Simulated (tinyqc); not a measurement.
Worked calculation: Hubbard chain of 4 sites. One step of it, computed by the program tinyqc.

Question. Mean-field iteration 2. H(up) = T + U n(down), H(down) = T + U n(up); fill the lowest levels; n(new) = n + mixing (n(out) - n); E = tr T (rho up + rho down) + U sum n_up n_down of the output.

one-body matrix (hopping and site energies) (eV), order 1, 2, 3, 4:
```
[[0.000000, -1.150000, 0.000000, 0.000000],
 [-1.150000, 0.000000, -1.150000, 0.000000],
 [0.000000, -1.150000, 0.000000, -1.150000],
 [0.000000, 0.000000, -1.150000, 0.000000]]
```

U = 3.900000 eV

electrons, up and down: [2, 2]

mixing = 1

n(up) after iteration 1: [0.882782, 0.189301, 0.810699, 0.117218]

n(down) after iteration 1: [0.117218, 0.810699, 0.189301, 0.882782]

Give: levels, up; levels, down; energy; n(up) after iteration 2; n(down) after iteration 2.

Answer.

levels, up (eV): [-0.3352, 0.3873, 3.5127, 4.2352]

levels, down (eV): [-0.3352, 0.3873, 3.5127, 4.2352]

energy = -1.9057 eV

n(up) after iteration 2: [0.9039, 0.1725, 0.8275, 0.0961]

n(down) after iteration 2: [0.0961, 0.8275, 0.1725, 0.9039]
